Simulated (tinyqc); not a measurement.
# Small-signal admittance of a forward-biased p+-n diode, step by step

Computed by the program tinyqc: `OMP_NUM_THREADS=1 python tinyqc.py 2890204 2890205 out.jsonl`, one thread of a shared Intel Xeon 2.30GHz, about 0.01 s for the whole run. Printed values are rounded.

Holes injected into a neutral base of width wb with an ohmic contact at its end; low injection, p0 far above the equilibrium density. A small voltage v exp(i w t), w = 2 pi f, modulates the edge density by p0 v/Vt, and the small-signal density obeys Dp d2p/dx2 = (1/tau + i w) p.

Inputs (values chosen for the exercise); permittivity close to that of germanium:
- T = 350 K (temperature)
- eps_r = 16 (relative permittivity)
- Nd = 2.9e15 cm^-3 (donor density of the base)
- Dp = 34 cm^2/s (hole diffusion coefficient)
- tau = 5e-7 s (hole lifetime)
- wb = 29 um (width of the neutral base)
- p0 = 1.4e14 cm^-3 (excess hole density at the junction edge)
- Na = 2e19 cm^-3 (acceptor density of the p+ side)
- f = 5.9e6 Hz (signal frequency)

Constants: q = 1.602176634e-19 C, kB = 1.380649e-23 J/K, Vt = kB T/q, eps0 = 8.8541878128e-14 F/cm where lengths are in cm. Results are converted to the units shown.

## Closed-form admittance

L = sqrt(Dp tau); direct current J = (q Dp p0/L) coth(wb/L); k = sqrt(1 + i w tau)/L; diffusion admittance Y = (q Dp p0/Vt) k coth(k wb) = G + i w C_diff; junction capacitance C_j = sqrt(q eps0 eps_r Nd/(2 Vr)) in the depletion approximation, with the remaining barrier Vr = Vt ln(Na/p0), a rough value under forward bias; base-width modulation is left out.

L = 41.23106 um
J = 0.3049775 A/cm^2
k wb = 2.199728+2.084250i
Y = 18.55630+18.33765i S/cm^2
C_diff = 0.4946657 uF/cm^2
C_j = 0.03032041 uF/cm^2

G is 1.84 times its low-frequency value J/Vt, and C_diff is 16.3 times C_j.

## The same by finite differences

7 equal intervals, h = wb/7; u = small-signal density over its edge value, u_0 = 1, u_7 = 0; u_(i-1) + b u_i + u_(i+1) = 0 with b = -2 - h^2 (1/tau + i w)/Dp; Y = (q Dp p0/(Vt h)) (-b/2 - u_1), which includes the half box at the edge.

b = -2.010096-0.187134i
u, node 1 to 6: 0.7073453-0.2140062i  0.4618798-0.2978046i  0.2768069-0.2981761i  0.1503275-0.2497581i  0.0721041-0.1757302i  0.0274938-0.0899834i
Y on the mesh = 18.17018+18.77262i S/cm^2

Against the closed form the real part is 2.1 % below it and the imaginary part 2.4 % above it; |k h| = 0.43.
